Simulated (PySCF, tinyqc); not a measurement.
Worked calculation: FCI on RHF in the 6-311g basis, for H2, spin multiplicity 1. The lowest restricted solution is unstable here: a spin-polarised one lies 0.0000 hartree lower (PySCF). Computed by tinyqc, a small Python program that keeps every step (integrals from PySCF). Settings: charge = 0, multiplicity = 1, basis = 6-311g, method = RHF, energy threshold = 1e-10, iteration cap = 77, orthogonalisation = symmetric, start = Wolfsberg-Helmholz matrix, DIIS depth = 6, ci = FCI. Command: `OMP_NUM_THREADS=1 python tinyqc.py 25120 25121 out.jsonl` (the two numbers bound the seeds that draw the settings). One thread of a shared host (Intel(R) Xeon(R) Processor @ 2.60GHz), about 0.1 s of CPU time with the checks. The early iterations of the SCF are left out here.

## One-electron integrals

Geometry (angstrom):
```
atom        x        y        z
H     0.00000  0.00000  0.00000
H     0.00000  0.00000  1.19700
```

Basis 6-311g: exponents (1/bohr^2) and contraction coefficients of normalised primitives:
```
element  l (shell)  exponent  coefficient
H            s (1)  33.86500      0.02549
H            s (1)   5.09479      0.19037
H            s (1)   1.15879      0.85216
H            s (2)   0.32584      1.00000
H            s (3)   0.10274      1.00000
```

Overlap, kinetic and nuclear-attraction integrals over the contracted functions; the nuclear repulsion is the sum of Za Zb / Rab.

nuclear repulsion = 0.4420862 hartree

overlap S, order 1H 1s, 1H 2s, 1H 3s, 2H 1s, 2H 2s, 2H 3s:
```
[[1.00000, 0.70638, 0.37366, 0.03926, 0.18812, 0.22998],
 [0.70638, 1.00000, 0.78896, 0.18812, 0.43448, 0.52903],
 [0.37366, 0.78896, 1.00000, 0.22998, 0.52903, 0.76886],
 [0.03926, 0.18812, 0.22998, 1.00000, 0.70638, 0.37366],
 [0.18812, 0.43448, 0.52903, 0.70638, 1.00000, 0.78896],
 [0.22998, 0.52903, 0.76886, 0.37366, 0.78896, 1.00000]]
```

kinetic energy T (hartree), order 1H 1s, 1H 2s, 1H 3s, 2H 1s, 2H 2s, 2H 3s:
```
[[2.30435, 0.54912, 0.10635, -0.07502, 0.01708, 0.04426],
 [0.54912, 0.48876, 0.18488, 0.01708, 0.09434, 0.09094],
 [0.10635, 0.18488, 0.15411, 0.04426, 0.09094, 0.09773],
 [-0.07502, 0.01708, 0.04426, 2.30435, 0.54912, 0.10635],
 [0.01708, 0.09434, 0.09094, 0.54912, 0.48876, 0.18488],
 [0.04426, 0.09094, 0.09773, 0.10635, 0.18488, 0.15411]]
```

nuclear attraction V (hartree), order 1H 1s, 1H 2s, 1H 3s, 2H 1s, 2H 2s, 2H 3s:
```
[[-2.55318, -1.37298, -0.68014, -0.07007, -0.35469, -0.42230],
 [-1.37298, -1.34865, -0.91896, -0.35469, -0.61724, -0.64836],
 [-0.68014, -0.91896, -0.88858, -0.42230, -0.64836, -0.72274],
 [-0.07007, -0.35469, -0.42230, -2.55318, -1.37298, -0.68014],
 [-0.35469, -0.61724, -0.64836, -1.37298, -1.34865, -0.91896],
 [-0.42230, -0.64836, -0.72274, -0.68014, -0.91896, -0.88858]]
```

core Hamiltonian H = T + V (hartree), order 1H 1s, 1H 2s, 1H 3s, 2H 1s, 2H 2s, 2H 3s:
```
[[-0.24883, -0.82386, -0.57379, -0.14508, -0.33761, -0.37804],
 [-0.82386, -0.85989, -0.73408, -0.33761, -0.52289, -0.55742],
 [-0.57379, -0.73408, -0.73447, -0.37804, -0.55742, -0.62501],
 [-0.14508, -0.33761, -0.37804, -0.24883, -0.82386, -0.57379],
 [-0.33761, -0.52289, -0.55742, -0.82386, -0.85989, -0.73408],
 [-0.37804, -0.55742, -0.62501, -0.57379, -0.73408, -0.73447]]
```

## Two-electron integrals

Functions are numbered as in S; the eight-fold symmetry (ij|kl) = (ji|kl) = (kl|ij) leaves the list below.

Two-electron integrals (ij|kl) in chemists' order, unique and non-zero (hartree):
```
(11|11) 1.39303   (21|11) 0.82297   (21|21) 0.50970   (22|11) 0.82290
(22|21) 0.54303   (22|22) 0.64411   (31|11) 0.41126   (31|21) 0.25776
(31|22) 0.27987   (31|31) 0.13079   (32|11) 0.54368   (32|21) 0.36577
(32|22) 0.45267   (32|31) 0.18980   (32|32) 0.32514   (33|11) 0.49402
(33|21) 0.34012   (33|22) 0.44599   (33|31) 0.17804   (33|32) 0.33178
(33|33) 0.36168   (41|11) 0.03255   (41|21) 0.02170   (41|22) 0.02593
(41|31) 0.01121   (41|32) 0.01819   (41|33) 0.01780   (41|41) 0.00186
(42|11) 0.10383   (42|21) 0.07230   (42|22) 0.09592   (42|31) 0.03797
(42|32) 0.07105   (42|33) 0.07554   (42|41) 0.00706   (42|42) 0.03546
(43|11) 0.10950   (43|21) 0.07679   (43|22) 0.10449   (43|31) 0.04046
(43|32) 0.07882   (43|33) 0.08670   (43|41) 0.00744   (43|42) 0.04097
(43|43) 0.04942   (44|11) 0.44195   (44|21) 0.31176   (44|22) 0.43321
(44|31) 0.16473   (44|32) 0.33100   (44|33) 0.37073   (44|41) 0.03255
(44|42) 0.20211   (44|43) 0.25054   (44|44) 1.39303   (51|11) 0.20211
(51|21) 0.12735   (51|22) 0.13942   (51|31) 0.06472   (51|32) 0.09482
(51|33) 0.08926   (51|41) 0.00706   (51|42) 0.02404   (51|43) 0.02528
(51|44) 0.10383   (51|51) 0.03546   (52|11) 0.29048   (52|21) 0.19639
(52|22) 0.24539   (52|31) 0.10208   (52|32) 0.17699   (52|33) 0.18161
(52|41) 0.01371   (52|42) 0.05852   (52|43) 0.06575   (52|44) 0.29048
(52|51) 0.05852   (52|52) 0.12159   (53|11) 0.26525   (53|21) 0.18308
(53|22) 0.24111   (53|31) 0.09591   (53|32) 0.17954   (53|33) 0.19542
(53|41) 0.01352   (53|42) 0.06507   (53|43) 0.07713   (53|44) 0.35164
(53|51) 0.05527   (53|52) 0.12804   (53|53) 0.14619   (54|11) 0.31176
(54|21) 0.21950   (54|22) 0.30297   (54|31) 0.11586   (54|32) 0.23083
(54|33) 0.25847   (54|41) 0.02170   (54|42) 0.12735   (54|43) 0.15735
(54|44) 0.82297   (54|51) 0.07230   (54|52) 0.19639   (54|53) 0.23735
(54|54) 0.50970   (55|11) 0.43321   (55|21) 0.30297   (55|22) 0.41209
(55|31) 0.15952   (55|32) 0.31258   (55|33) 0.35098   (55|41) 0.02593
(55|42) 0.13942   (55|43) 0.17142   (55|44) 0.82290   (55|51) 0.09592
(55|52) 0.24539   (55|53) 0.29601   (55|54) 0.54303   (55|55) 0.64411
(61|11) 0.25054   (61|21) 0.15735   (61|22) 0.17142   (61|31) 0.07989
(61|32) 0.11640   (61|33) 0.10936   (61|41) 0.00744   (61|42) 0.02528
(61|43) 0.02683   (61|44) 0.10950   (61|51) 0.04097   (61|52) 0.06575
(61|53) 0.06192   (61|54) 0.07679   (61|55) 0.10449   (61|61) 0.04942
(62|11) 0.35164   (62|21) 0.23735   (62|22) 0.29601   (62|31) 0.12331
(62|32) 0.21353   (62|33) 0.21948   (62|41) 0.01352   (62|42) 0.05527
(62|43) 0.06192   (62|44) 0.26525   (62|51) 0.06507   (62|52) 0.12804
(62|53) 0.13292   (62|54) 0.18308   (62|55) 0.24111   (62|61) 0.07713
(62|62) 0.14619   (63|11) 0.35093   (63|21) 0.24253   (63|22) 0.32137
(63|31) 0.12715   (63|32) 0.24076   (63|33) 0.26637   (63|41) 0.01479
(63|42) 0.06773   (63|43) 0.07984   (63|44) 0.35093   (63|51) 0.06773
(63|52) 0.14899   (63|53) 0.16834   (63|54) 0.24253   (63|55) 0.32137
(63|61) 0.07984   (63|62) 0.16834   (63|63) 0.21381   (64|11) 0.16473
(64|21) 0.11586   (64|22) 0.15952   (64|31) 0.06113   (64|32) 0.12142
(64|33) 0.13597   (64|41) 0.01121   (64|42) 0.06472   (64|43) 0.07989
(64|44) 0.41126   (64|51) 0.03797   (64|52) 0.10208   (64|53) 0.12331
(64|54) 0.25776   (64|55) 0.27987   (64|61) 0.04046   (64|62) 0.09591
(64|63) 0.12715   (64|64) 0.13079   (65|11) 0.33100   (65|21) 0.23083
(65|22) 0.31258   (65|31) 0.12142   (65|32) 0.23703   (65|33) 0.26746
(65|41) 0.01819   (65|42) 0.09482   (65|43) 0.11640   (65|44) 0.54368
(65|51) 0.07105   (65|52) 0.17699   (65|53) 0.21353   (65|54) 0.36577
(65|55) 0.45267   (65|61) 0.07882   (65|62) 0.17954   (65|63) 0.24076
(65|64) 0.18980   (65|65) 0.32514   (66|11) 0.37073   (66|21) 0.25847
(66|22) 0.35098   (66|31) 0.13597   (66|32) 0.26746   (66|33) 0.30717
(66|41) 0.01780   (66|42) 0.08926   (66|43) 0.10936   (66|44) 0.49402
(66|51) 0.07554   (66|52) 0.18161   (66|53) 0.21948   (66|54) 0.34012
(66|55) 0.44599   (66|61) 0.08670   (66|62) 0.19542   (66|63) 0.26637
(66|64) 0.17804   (66|65) 0.33178   (66|66) 0.36168
```

## Orthogonalisation

S = U s U^T; symmetric (Loewdin) form X = U s^(-1/2) U^T, so that X^T S X = 1.

eigenvalues of S: [0.05818, 0.13056, 0.31914, 0.71467, 1.38008, 3.39737]

X, order 1H 1s, 1H 2s, 1H 3s, 2H 1s, 2H 2s, 2H 3s:
```
[[1.37394, -0.74778, 0.20671, 0.03373, 0.02693, -0.05403],
 [-0.74778, 2.13174, -1.01788, 0.02693, -0.26912, 0.20515],
 [0.20671, -1.01788, 2.12436, -0.05403, 0.20515, -0.90171],
 [0.03373, 0.02693, -0.05403, 1.37394, -0.74778, 0.20671],
 [0.02693, -0.26912, 0.20515, -0.74778, 2.13174, -1.01788],
 [-0.05403, 0.20515, -0.90171, 0.20671, -1.01788, 2.12436]]
```

## Iteration 6 (converged): orbitals

converged F (hartree), order 1H 1s, 1H 2s, 1H 3s, 2H 1s, 2H 2s, 2H 3s:
```
[[0.70872, -0.31130, -0.39303, -0.23353, -0.32608, -0.32276],
 [-0.31130, -0.22796, -0.32272, -0.32608, -0.36460, -0.33801],
 [-0.39303, -0.32272, -0.25140, -0.32276, -0.33801, -0.27989],
 [-0.23353, -0.32608, -0.32276, 0.70872, -0.31130, -0.39303],
 [-0.32608, -0.36460, -0.33801, -0.31130, -0.22796, -0.32272],
 [-0.32276, -0.33801, -0.27989, -0.39303, -0.32272, -0.25140]]
```

Diagonalise F' = X^T F X, C = X C', fill 1 alpha and 1 beta electrons from the bottom; D = 2 C_occ C_occ^T. Each column has its largest component positive (the first on a tie).

F' = X^T F X (hartree):
```
[[1.72150, -1.16602, -0.00280, 0.03109, -0.13430, -0.12636],
 [-1.16602, 0.91568, -0.37808, -0.13430, -0.20217, -0.02541],
 [-0.00280, -0.37808, 0.16269, -0.12636, -0.02541, -0.13316],
 [0.03109, -0.13430, -0.12636, 1.72150, -1.16602, -0.00280],
 [-0.13430, -0.20217, -0.02541, -1.16602, 0.91568, -0.37808],
 [-0.12636, -0.02541, -0.13316, -0.00280, -0.37808, 0.16269]]
```

orbital energies (hartree): [-0.48884, 0.08466, 0.34556, 0.50051, 2.51895, 2.63891]

coefficients C, order 1H 1s, 1H 2s, 1H 3s, 2H 1s, 2H 2s, 2H 3s:
```
[[0.14742, 0.11997, -0.04533, -0.09818, -1.09915, -1.11286],
 [0.30189, 0.13066, -0.90200, -1.18539, 1.58362, 1.19163],
 [0.20092, 1.20691, 0.91787, 1.72082, -0.97088, -0.45443],
 [0.14742, -0.11997, -0.04533, 0.09818, 1.09915, -1.11286],
 [0.30189, -0.13066, -0.90200, 1.18539, -1.58362, 1.19163],
 [0.20092, -1.20691, 0.91787, -1.72082, 0.97088, -0.45443]]
```

D after iteration 6, order 1H 1s, 1H 2s, 1H 3s, 2H 1s, 2H 2s, 2H 3s:
```
[[0.04346, 0.08901, 0.05924, 0.04346, 0.08901, 0.05924],
 [0.08901, 0.18228, 0.12131, 0.08901, 0.18228, 0.12131],
 [0.05924, 0.12131, 0.08074, 0.05924, 0.12131, 0.08074],
 [0.04346, 0.08901, 0.05924, 0.04346, 0.08901, 0.05924],
 [0.08901, 0.18228, 0.12131, 0.08901, 0.18228, 0.12131],
 [0.05924, 0.12131, 0.08074, 0.05924, 0.12131, 0.08074]]
```

## Convergence

Stop when the energy changes by less than 1e-10 hartree and every element of the error matrix X^T (F D S - S D F) X is below 3e-06.

Course of the cycle:
```
iteration  E (hartree)     change  largest element of the error matrix
1           -0.6664875          -                             4.48e-01
2           -1.0501481  -3.84e-01                             6.28e-02
3           -1.0585357  -8.39e-03                             3.31e-03
4           -1.0585729  -3.72e-05                             3.90e-04
5           -1.0585736  -6.94e-07                             8.29e-07
6           -1.0585736  -3.09e-12                             3.62e-07
```

PySCF RHF in the same basis = -1.0585736 hartree

Converged in 6 iterations.

## Integrals over molecular orbitals

(pq|rs) = sum C_ip C_jq C_kr C_ls (ij|kl), one index at a time.

one-electron integrals over orbitals h = C^T H C (hartree):
```
[[-1.01182, 0.00000, 0.10972, 0.00000, 0.00000, 0.04406],
 [0.00000, -0.58868, 0.00000, 0.19455, 0.03381, 0.00000],
 [0.10972, 0.00000, -0.29690, 0.00000, 0.00000, -0.11802],
 [0.00000, 0.19455, 0.00000, -0.24995, -0.17357, 0.00000],
 [0.00000, 0.03381, 0.00000, -0.17357, 1.48906, 0.00000],
 [0.04406, 0.00000, -0.11802, 0.00000, 0.00000, 1.56878]]
```

Two-electron integrals over orbitals (pq|rs), unique and non-zero (hartree):
```
(11|11) 0.52299    (21|21) 0.09449    (22|11) 0.38391    (22|22) 0.33552
(31|11) -0.10972   (31|22) -0.05150   (31|31) 0.05217    (32|21) -0.00084
(32|32) 0.02530    (33|11) 0.34732    (33|22) 0.28841    (33|31) -0.04054
(33|33) 0.27969    (41|21) -0.07782   (41|32) 0.02223    (41|41) 0.08374
(42|11) -0.13619   (42|22) -0.07295   (42|31) 0.05319    (42|33) -0.05548
(42|42) 0.07088    (43|21) 0.06681    (43|32) 0.00542    (43|41) -0.05175
(43|43) 0.05450    (44|11) 0.41710    (44|22) 0.33793    (44|31) -0.07493
(44|33) 0.29767    (44|42) -0.09432   (44|44) 0.36037    (51|21) -0.02770
(51|32) 0.02259    (51|41) 0.04525    (51|43) -0.02583   (51|51) 0.06230
(52|11) -0.03075   (52|22) -0.00249   (52|31) 0.02628    (52|33) -0.00937
(52|42) 0.02061    (52|44) -0.02561   (52|52) 0.03635    (53|21) 0.03677
(53|32) -0.01482   (53|41) -0.04384   (53|43) 0.02535    (53|51) -0.03738
(53|53) 0.03042    (54|11) 0.10941    (54|22) 0.05198    (54|31) -0.05212
(54|33) 0.04582    (54|42) -0.05651   (54|44) 0.08028    (54|52) -0.04384
(54|54) 0.07496    (55|11) 0.54610    (55|22) 0.40428    (55|31) -0.12976
(55|33) 0.35311    (55|42) -0.15994   (55|44) 0.45166    (55|52) -0.07104
(55|54) 0.16729    (55|55) 0.66739    (61|11) -0.04406   (61|22) -0.02427
(61|31) 0.03118    (61|33) -0.01544   (61|42) 0.03383    (61|44) -0.04623
(61|52) 0.04087    (61|54) -0.05844   (61|55) -0.11272   (61|61) 0.06370
(62|21) -0.02506   (62|32) 0.01395    (62|41) 0.03458    (62|43) -0.02274
(62|51) 0.04320    (62|53) -0.02621   (62|62) 0.03241    (63|11) 0.07460
(63|22) 0.04438    (63|31) -0.03185   (63|33) 0.03010    (63|42) -0.03908
(63|44) 0.05890    (63|52) -0.02333   (63|54) 0.04568    (63|55) 0.11487
(63|61) -0.03759   (63|63) 0.03209    (64|21) 0.04664    (64|32) -0.02403
(64|41) -0.05973   (64|43) 0.03387    (64|51) -0.05928   (64|53) 0.04248
(64|62) -0.04375   (64|64) 0.06660    (65|21) 0.13838    (65|32) -0.02907
(65|41) -0.14084   (65|43) 0.10156    (65|51) -0.10873   (65|53) 0.09044
(65|62) -0.08299   (65|64) 0.13033    (65|65) 0.30836    (66|11) 0.56692
(66|22) 0.40653    (66|31) -0.13779   (66|33) 0.36217    (66|42) -0.16946
(66|44) 0.46142    (66|52) -0.07831   (66|54) 0.17692    (66|55) 0.68495
(66|61) -0.11353   (66|63) 0.11812    (66|66) 0.71364
```

## FCI: determinants and Hamiltonian

Hartree-Fock energy = -1.0585736 hartree

Slater-Condon rules over spin orbitals, with the nuclear repulsion added and E(HF) subtracted on the diagonal. Only determinants linked to the reference directly or through others are kept (one block of an abelian symmetry group), so some states are absent.

Occupation strings over the orbitals (2 doubly, a alpha, b beta, 0 empty; spin orbitals ordered 1a 1b 2a 2b ...): 200000 a0b000 a0000b b0a000 b0000a 020000 0a0b00 0a00b0 002000 00a00b 0b0a00 000200 000ab0 0b00a0 000ba0 000020 00b00a 000002

H - E(HF) between determinants (hartree), order 200000, a0b000, a0000b, b0a000, b0000a, 020000, 0a0b00, 0a00b0, 002000, 00a00b, 0b0a00, 000200, 000ab0, 0b00a0, 000ba0, 000020, 00b00a, 000002:
```
[[0.00000, 0.00000, 0.00000, 0.00000, 0.00000, 0.09449, -0.07782, -0.02770, 0.05217, 0.03118, 0.07782, 0.08374, 0.04525, 0.02770, -0.04525, 0.06230, -0.03118, 0.06370],
 [0.00000, 0.53925, -0.04342, -0.05217, -0.03118, -0.00084, 0.06681, 0.03677, 0.06918, -0.03185, -0.02223, -0.05175, -0.04384, -0.02259, 0.02583, -0.03738, -0.02862, -0.03759],
 [0.00000, -0.04342, 2.62453, -0.03118, -0.06370, -0.02506, 0.04664, 0.13838, -0.03185, -0.02807, -0.03458, -0.05973, -0.14084, -0.04320, 0.05928, -0.10873, 0.03759, -0.06947],
 [0.00000, -0.05217, -0.03118, 0.53925, -0.04342, 0.00084, -0.02223, -0.02259, -0.06918, -0.02862, 0.06681, 0.05175, 0.02583, 0.03677, -0.04384, 0.03738, -0.03185, 0.03759],
 [0.00000, -0.03118, -0.06370, -0.04342, 2.62453, 0.02506, -0.03458, -0.04320, 0.03185, 0.03759, 0.04664, 0.05973, 0.05928, 0.13838, -0.14084, 0.10873, -0.02807, 0.06947],
 [0.09449, -0.00084, -0.02506, 0.00084, 0.02506, 0.65883, 0.12160, 0.03132, 0.02530, 0.01395, -0.12160, 0.07088, 0.02061, -0.03132, -0.02061, 0.03635, -0.01395, 0.03241],
 [-0.07782, 0.06681, 0.04664, -0.02223, -0.03458, 0.12160, 0.99996, -0.12159, 0.00542, -0.02403, -0.07088, 0.10023, -0.05651, -0.02061, -0.00820, -0.04384, 0.02274, -0.04375],
 [-0.02770, 0.03677, 0.13838, -0.02259, -0.04320, 0.03132, -0.12159, 2.80533, -0.01482, -0.02907, -0.02061, -0.05651, 0.03461, -0.03635, 0.04384, -0.03723, 0.02621, -0.08299],
 [0.05217, 0.06918, -0.03185, -0.06918, 0.03185, 0.02530, 0.00542, -0.01482, 1.18655, -0.08792, -0.00542, 0.05450, 0.02535, 0.01482, -0.02535, 0.03042, 0.08792, 0.03209],
 [0.03118, -0.03185, -0.02807, -0.02862, 0.03759, 0.01395, -0.02403, -0.02907, -0.08792, 3.13471, 0.02274, 0.03387, 0.10156, 0.02621, -0.04248, 0.09044, -0.03209, 0.00010],
 [0.07782, -0.02223, -0.03458, 0.06681, 0.04664, -0.12160, -0.07088, -0.02061, -0.00542, 0.02274, 0.99996, -0.10023, -0.00820, -0.12159, -0.05651, 0.04384, -0.02403, 0.04375],
 [0.08374, -0.05175, -0.05973, 0.05175, 0.05973, 0.07088, 0.10023, -0.05651, 0.05450, 0.03387, -0.10023, 1.36112, -0.09329, 0.05651, 0.09329, 0.07496, -0.03387, 0.06660],
 [0.04525, -0.04384, -0.14084, 0.02583, 0.05928, 0.02061, -0.05651, 0.03461, 0.02535, 0.10156, -0.00820, -0.09329, 3.19143, 0.04384, -0.07496, -0.00628, -0.04248, 0.13033],
 [0.02770, -0.02259, -0.04320, 0.03677, 0.13838, -0.03132, -0.02061, -0.03635, 0.01482, 0.02621, -0.12159, 0.05651, 0.04384, 2.80533, 0.03461, 0.03723, -0.02907, 0.08299],
 [-0.04525, 0.02583, 0.05928, -0.04384, -0.14084, -0.02061, -0.00820, 0.04384, -0.02535, -0.04248, -0.05651, 0.09329, -0.07496, 0.03461, 3.19143, 0.00628, 0.10156, -0.13033],
 [0.06230, -0.03738, -0.10873, 0.03738, 0.10873, 0.03635, -0.04384, -0.03723, 0.03042, 0.09044, 0.04384, 0.07496, -0.00628, 0.03723, 0.00628, 5.14617, -0.09044, 0.30836],
 [-0.03118, -0.02862, 0.03759, -0.03185, -0.02807, -0.01395, 0.02274, 0.02621, 0.08792, -0.03209, -0.02403, -0.03387, -0.04248, -0.02907, 0.10156, -0.09044, 3.13471, -0.00010],
 [0.06370, -0.03759, -0.06947, 0.03759, 0.06947, 0.03241, -0.04375, -0.08299, 0.03209, 0.00010, 0.04375, 0.06660, 0.13033, 0.08299, -0.13033, 0.30836, -0.00010, 5.35186]]
```

## FCI: roots

Diagonalise (each vector has its largest component positive (the first on a tie)); all determinants have Ms = 0, so triplets appear too. The lowest singlet root is the correlation energy.

lowest roots of this matrix, relative to E(HF) (hartree): [-0.04072, 0.47802, 0.53538, 0.62206, 0.92120, 1.07583, 1.18331, 1.43607]

lowest vectors, order 200000, a0b000, a0000b, b0a000, b0000a, 020000, 0a0b00, 0a00b0, 002000, 00a00b, 0b0a00, 000200, 000ab0, 0b00a0, 000ba0, 000020, 00b00a, 000002:
```
[[0.97525, 0.00000, 0.10342, 0.15891],
 [-0.01857, 0.70261, 0.63810, -0.23519],
 [-0.00858, 0.02612, 0.01745, 0.01116],
 [0.01857, 0.70261, -0.63810, 0.23519],
 [0.00858, 0.02612, -0.01745, -0.01116],
 [-0.15651, 0.00000, 0.26825, 0.89578],
 [0.09324, -0.07272, -0.17655, -0.15775],
 [0.01335, -0.01005, -0.02658, -0.01576],
 [-0.03432, 0.00000, -0.16454, 0.01696],
 [-0.00687, 0.01596, -0.01297, -0.00657],
 [-0.09324, -0.07272, 0.17655, 0.15775],
 [-0.06399, 0.00000, 0.10334, -0.09811],
 [-0.01286, 0.00376, 0.01628, -0.02070],
 [-0.01335, -0.01005, 0.02658, 0.01576],
 [0.01286, 0.00376, -0.01628, 0.02070],
 [-0.00772, 0.00000, 0.00372, -0.01353],
 [0.00687, 0.01596, 0.01297, 0.00657],
 [-0.00708, 0.00000, 0.00172, -0.01187]]
```

<S^2> of these roots: [0.00000, 2.00000, 0.00000, 0.00000, 2.00000, 0.00000, 0.00000, 0.00000]

weight of the ground state by excitation level 0, 1, 2, ...: [0.95112, 0.00084, 0.04805]
